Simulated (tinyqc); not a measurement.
Stretching the bonds: Weaire-Thorpe hybrids on a Bethe lattice: gap and dangling bond of an amorphous tetrahedral solid.

Parameters, chosen for this exercise (out of a larger set: of the size of tabulated hybrid energies for amorphous germanium; not measured data): V1 = 1.87 eV (coupling of two hybrids on one atom); V2 = 4.16 eV (coupling of the two hybrids of a bond).

V2 is scaled as (d0/d)^2 and V1 stays. Bound 2 V2 - 4 V1; tree V2 - 2 V1 + sqrt(V2^2 + 4 V1^2 - 2 sqrt3 V1 V2); a negative bound means that a network with rings may have no gap.

Against d/d0:

| d/d0 | V2 (eV) | V2/V1 | bound (eV) | tree (eV) |
|---|---|---|---|---|
| 0.96 | 4.514 | 2.414 | 1.548 | 3.037 |
| 0.98 | 4.332 | 2.316 | 1.183 | 2.757 |
| 1.00 | 4.160 | 2.225 | 0.840 | 2.505 |
| 1.02 | 3.998 | 2.138 | 0.517 | 2.277 |
| 1.04 | 3.846 | 2.057 | 0.212 | 2.072 |
| 1.07 | 3.634 | 1.943 | -0.213 | 1.805 |
| 1.10 | 3.438 | 1.839 | -0.604 | 1.579 |
| 1.15 | 3.146 | 1.682 | -1.189 | 1.278 |

The bound falls by 167 meV for each per cent of stretch near d0 and vanishes at d/d0 = 1.055, inside the table. Weak, stretched bonds therefore put states closest to the edges, one origin of band tails.

(tinyqc, `OMP_NUM_THREADS=1 python tinyqc.py 1451868 1451869 out.jsonl`, Intel(R) Xeon(R) Processor @ 2.30GHz, 1 thread, shared host, about 0.02 s.)
